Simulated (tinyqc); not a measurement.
Worked calculation: atomic layer deposition: Langmuir saturation, growth per cycle and coating of deep features. Computed by tinyqc, a small Python program that keeps every step. Command: `OMP_NUM_THREADS=1 python tinyqc.py 3029339 3029340 out.jsonl ald walk`. One thread of a shared host (Intel(R) Xeon(R) Processor @ 2.30GHz), about 0.01 s of CPU time with the checks. Intermediate numbers are printed to about 7 digits and carried at full precision; extremes and crossings named in words are read from the listed rows.

Precursor A sticks only on free sites, so a long enough pulse saturates; co-reactant B then frees the sites again.

Inputs (values chosen for the exercise, modelled on aluminium oxide from trimethylaluminium and water):
```
quantity                                   value      unit
precursor mass M                              72         u
site density q                               4.3    1/nm^2
growth per cycle at saturation G             1.1  angstrom
sticking probability beta on free sites  0.00044         -
precursor pressure p                          24        Pa
temperature T                                225         C
pulse time t                                0.65         s
co-reactant completion per pulse c_B       0.999         -
desorption energy E_d                        1.9        eV
purge time t_p                                15         s
aspect ratio a                                10         -
```

Feature: long trench.

Constants: u = 1.6605390666e-27 kg; k_B = 1.380649e-23 J/K; k_B = 8.617333262e-05 eV/K.

## Flux and saturation time

Wall flux F = p/sqrt(2 pi M k_B T); rate of filling k_a = beta F/q; desorption k_d = 1e13 exp(-E_d/(k_B T)) per second. 1/m^2 = 1e-18/nm^2. Temperatures in kelvin are T(C) + 273.15.

flux F = 333894.1 1/(nm^2 s)

k_a = 34.16591 1/s

k_d = 5.994051e-07 1/s

time to 99 % without desorption, ln(100)/k_a = 0.1347884 s

## The first four cycles

One cycle from coverage th0: pulse A gives th1 = th_s + (th0 - th_s) exp(-(k_a + k_d) t), th_s = k_a/(k_a + k_d); the purge leaves th2 = th1 exp(-k_d t_p); pulse B converts c_B th2 into film and leaves th3 = (1 - c_B) th2. Growth = G c_B th2. Start from th0 = 0.

Cycles:
```
cycle           th0        th1        th2           th3  growth (angstrom)
1                 0  1.0000000  0.9999910  9.999910e-04           1.098890
2      9.999910e-04  1.0000000  0.9999910  9.999910e-04           1.098890
3      9.999910e-04  1.0000000  0.9999910  9.999910e-04           1.098890
4      9.999910e-04  1.0000000  0.9999910  9.999910e-04           1.098890
```

## Steady growth per cycle

The periodic state has th0 = th3: th0 = (1 - c_B) e_p th_s (1 - e_a)/(1 - (1 - c_B) e_p e_a), with e_a = exp(-(k_a + k_d) t), e_p = exp(-k_d t_p). Share of impinging molecules used = q (th1 - th0)/(F t).

coverage after pulse A = 1.0000000

growth per cycle = 1.098890 angstrom

share of impinging molecules used = 1.979301e-05

The pulse is 22.21 filling times long: saturated.

## Exposure for a deep feature

Diffusion-limited filling (Gordon) of a long trench of width w, hydraulic diameter 2w, so that a is replaced by a/2 in the hole formula: t = (q/F)(1 + 19a/8 + 3a^2/8). Reaction-limited filling needs ln(100)/k_a at any depth, k_a = beta F/q. Flow is molecular. The front picture holds when the modulus (a/2) sqrt(beta) is well above 1. Depth reached by the given pulse: solve the same formula for a. Exposure = p x diffusion-limited time; 1 langmuir = 1.33322e-4 Pa s.

diffusion-limited time = 8.016762e-04 s

exposure = 144.3140 langmuir

modulus = 0.1048809

aspect ratio reached by the front in time t = 363.7125

Diffusion needs 8.02e-4 s and reaction 0.135 s: the surface reaction limits, and the walls fill evenly. Caution: the modulus is not well above 1 or the Gordon time is under three times ln(100)/k_a, so there is no sharp front: the Gordon time is only a lower bound and the reaction time must be met as well.

## Coverage along the feature as the dose grows

Continuum model with steady gas transport: d2n/dz2 = 3 beta (1 - th) n/d_h^2 (d_h the hydraulic diameter, n = 1 at the mouth, no flux at the floor, 60 cells), d th/dt = beta F n (1 - th)/q; no desorption. Times are multiples of the larger of the Gordon time and ln(100)/k_a.

Coverage:
```
multiple      t (s)  top cell  quarter depth  half depth  three quarters  floor cell
0.05      0.0067394     0.206          0.205       0.204           0.203       0.203
0.10      0.0134788     0.369          0.367       0.366           0.365       0.365
0.20      0.0269577     0.602          0.600       0.599           0.598       0.598
0.40      0.0539154     0.841          0.841       0.840           0.839       0.839
0.60      0.0808731     0.937          0.936       0.936           0.936       0.936
0.80      0.1078308     0.975          0.975       0.975           0.974       0.974
1.00      0.1347884     0.990          0.990       0.990           0.990       0.990
1.30      0.1752250     0.997          0.997       0.997           0.997       0.997
```

At a multiple of 0.2 the coverage is 0.60 at the top and 0.60 at the floor. All depths fill nearly together, since molecules bounce many times before they stick. In the last row the floor reaches 0.997.

Checks made by the program: periodic state against 400 explicit cycles (relative difference below 1e-10).
